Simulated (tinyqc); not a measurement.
# Body thickness for a wanted scale length

Problem. A double-gate structure has tan(pi ti/Lambda) tan(pi ts/(2 Lambda)) = ei/eps_r, both angles below pi/2. Find ts.

Inputs (values chosen for the exercise); permittivities: semiconductor close to that of gallium nitride, insulator close to that of hafnium oxide: relative permittivity of the semiconductor eps_r = 9.46; relative permittivity of the insulator ei = 21.6; insulator thickness ti = 6.4 nm.

Lambda = 21.196900 nm

Solution. The condition is explicit in ts: an arctangent, taken between 0 and pi/2.

ts = 13.80 nm

Numbers from tinyqc (`OMP_NUM_THREADS=1 python tinyqc.py 2420060 2420061 out.jsonl`; about 0.01 s on one thread of a shared Intel Xeon 2.30GHz).
